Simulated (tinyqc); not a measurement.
All-pass ring resonator: one step of the calculation.

A ring of length L = 2 pi Rr coupled to one bus waveguide: round-trip amplitude a = 10^(-al L/20), self-coupling t = sqrt(1 - k2). At detuning d from the resonance the round-trip phase is p = 2 pi d/FSR and the transmission T = (a^2 - 2 a t cos p + t^2)/(1 - 2 a t cos p + a^2 t^2). Lossless coupler, linear absorption only.

Problem. Thermal shift of the resonance. T is the transmission at d = dl - s, p = 2 pi d/FSR; out = (lam dT/ng) Rt fa (1 - T) Pin; s(new) = s + 0.5 (out - s).

Inputs (values chosen for the exercise); values close to those of silicon waveguides:
```
symbol    value  unit                                     meaning
lam        1550    nm                   cold resonance wavelength
ng         4.05                                       group index
dT      0.00019   1/K  thermo-optic change of the effective index
Rt           11  K/mW                          thermal resistance
fa         0.34             share of the loss that heats the ring
Pin        0.62    mW                                 input power
dl          120    pm      laser detuning from the cold resonance
```

s after iteration 1 = 14.999315 pm
a = 0.98634983
t = 0.97467943
FSR = 9.4412284 nm

Give: d; T; out; s after iteration 2.

Solution.

d = 105.00 pm
T = 0.78079
out = 36.962 pm
s after iteration 2 = 25.981 pm

Program tinyqc, `OMP_NUM_THREADS=1 python tinyqc.py 2650028 2650029 out.jsonl`; Intel Xeon 2.30GHz, shared host, one thread, about 0.01 s.
